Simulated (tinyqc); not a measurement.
Debye-Callaway model of lattice thermal conductivity: one step, computed by the program tinyqc.

Three acoustic branches with one velocity v, cut at omega_D = k_B Theta/hbar; x = hbar omega/(k_B T). v and Theta are separate inputs: Theta cuts off the heat-carrying modes, so C need not reach 3 k_B/V. gamma is an effective value that sets the umklapp rate. Heat flows along the wire.

Question. The integrand on a coarse grid. Rates: point defects A omega^4; umklapp B omega^2 T exp(-Theta/(b T)) with B = hbar gamma^2/(M v^2 Theta). Boundaries: v/Lambda_B with Lambda_B = D (1 + p)/(1 - p). x runs in ten equal steps to min(Theta/T, 12); g = x^4 e^x/(e^x - 1)^2; tau_C is the inverse of all rates summed; the last column is c tau_C g with c = (k_B/(2 pi^2 v)) (k_B T/hbar)^3.

Inputs (values chosen for the exercise, modelled on silicon):
```
quantity                              value        unit
sound velocity v                       6400         m/s
Debye temperature Theta                 670           K
mean atomic mass M                    28.09           u
effective Grueneisen parameter gamma   2.21           -
umklapp exponent divisor b                3           -
wire diameter D                        0.24  micrometre
specularity p                           0.8           -
temperature T                           300           K
```

Sample: wire. Point defects: isotopes. Normal processes: left out.

Rayleigh coefficient A = 1.092830e-45 s^3

Constants: k_B = 1.380649e-23 J/K; hbar = 1.054571817e-34 J s; u = 1.6605390666e-27 kg.

Give: Integrand.

Answer.

Integrand:
```
x            g   tau_C (s)  c tau_C g (W/(m K))
0.2233  0.0497  1.3548e-10               44.560
0.4467  0.1962  4.8279e-11               62.729
0.6700  0.4325  2.3152e-11               66.301
0.8933  0.7470  1.3297e-11               65.772
1.1167  1.1251  8.5253e-12               63.511
1.3400  1.5494  5.8766e-12               60.291
1.5633  2.0016  4.2613e-12               56.480
1.7867  2.4631  3.2071e-12               52.306
2.0100  2.9161  2.4829e-12               47.943
2.2333  3.3447  1.9653e-12               43.525
```

Among these rows the integrand is largest at x = 0.67.
